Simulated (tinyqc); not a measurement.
Raising U: Hubbard chain of 6 sites, mean field against exact. Computed by the program tinyqc. Collinear unrestricted mean field (the lowest of 40 random starts) against exact diagonalisation.

one-body matrix (hopping and site energies) (eV):
```
         1        2        3        4        5        6
1  -0.5500  -1.5700   0.0000   0.0000   0.0000   0.0000
2  -1.5700  -0.3600  -1.5700   0.0000   0.0000   0.0000
3   0.0000  -1.5700  -0.4900  -1.5700   0.0000   0.0000
4   0.0000   0.0000  -1.5700  -0.3400  -1.5700   0.0000
5   0.0000   0.0000   0.0000  -1.5700   0.3900  -1.5700
6   0.0000   0.0000   0.0000   0.0000  -1.5700  -0.3300
```

electrons, up and down: 3  3

Exact and mean-field results (eV):
```
U          U/t    E exact  E mean field  mean |n_up - n_down|  double occupancy, exact  first gap in the sector
0.790    0.503  -11.58631     -11.53137                 0.000                    0.229                    1.231
1.570    1.000  -10.57162     -10.35431                 0.000                    0.205                    1.105
3.140    2.000   -8.85453      -8.07712                 0.396                    0.160                    0.904
4.710    3.000   -7.53790      -6.46400                 0.669                    0.121                    0.750
6.280    4.000   -6.55036      -5.41892                 0.801                    0.090                    0.629
12.560   8.000   -4.45914      -3.62026                 0.948                    0.033                    0.364
18.840  12.000   -3.58925      -2.98182                 0.977                    0.016                    0.250
31.400  20.000   -2.84439      -2.46360                 0.992                    0.006                    0.153
```

Estimate the missing row, U = 9.42.

Computed row:
```
U        U/t   E exact  E mean field  mean |n_up - n_down|  double occupancy, exact  first gap in the sector
9.420  6.000  -5.24525      -4.24316                 0.909                    0.052                    0.465
```

In absolute terms mean field is worst at U/t = 4.0, 1.131 eV too high: at small U it is nearly exact, and at large U it misses only exchange-scale energies. Its local moments set in at U/t = 2.0 of those listed, a broken symmetry that the exact state of a finite cluster with equal spins does not have. Relative to the exact energy its error is 0.5 % at the smallest U, 19 % at most and 13 % at the largest. The double occupancy falls from 0.229 to 0.006.
